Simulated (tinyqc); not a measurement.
## Segment and feed resistance from two drops

Question. A rail is fed at one end through Rq; K loads of Ij follow, each after a segment Rs. The drop at load j is K Ij Rq + Rs Ij sum_(l=1..j) (K - l + 1). Find Rs, Rq and the worst drop, at the middle, if the rail were fed through Rq at both ends: K Ij Rq/2 + Rs Ij K^2/8 with the load taken as continuous.

Parameters, values chosen for the exercise:

| symbol | value | unit | meaning |
|---|---|---|---|
| K | 9 |  | number of equal loads |
| Ij | 0.27 | mA | current of each load |

drops at the first and at the last load (mV): [1.8103500, 2.3449500]

Solution. The difference of the two drops is Rs Ij K (K - 1)/2, which gives Rs; the first drop then gives Rq.

Rs = 0.05500 ohm
Rq = 0.6900 ohm
drop at the middle with two feeds = 0.9887 mV

Numbers from tinyqc (`OMP_NUM_THREADS=1 python tinyqc.py 2770199 2770200 out.jsonl`; about 0.4 s on one thread of a shared Intel Xeon 2.30GHz).
